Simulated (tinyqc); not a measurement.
Deep trap from a strong local potential in a two-band host (Koster-Slater model with semi-elliptic bands): one step, computed by the program tinyqc.

The valence band spans -2 W_v to 0 and the conduction band E_g to E_g + 2 W_c. The orbital at the impurity site has weight f_v in the valence band and 1 - f_v in the conduction band, each spread as a semi-ellipse (2/(pi W^2)) sqrt(W^2 - x^2) about the band centre. The impurity adds U to this orbital. Spin is left out.

Problem. Green function at the trial energy. In the gap G(E) = f_v (2/W_v^2)[x - sqrt(x^2 - W_v^2)] - (1 - f_v)(2/W_c^2)[y - sqrt(y^2 - W_c^2)], x = E + W_v, y = E_g + W_c - E. The potential that would put a level at E is U = 1/G(E).

Inputs (values chosen for the exercise, with a gap close to that of 4H-SiC):
```
quantity                                value  unit
gap E_g                                   3.3    eV
half-width of the valence band W_v        3.6    eV
half-width of the conduction band W_c     2.9    eV
valence weight f_v of the site orbital    0.6     -
trial energy E                          0.396    eV
```

Give: valence part; conduction part; G(E); potential needed.

Solution.

valence part = 0.20941 1/eV

conduction part = -0.073858 1/eV

G(E) = 0.13555 1/eV

potential needed = 7.3772 eV
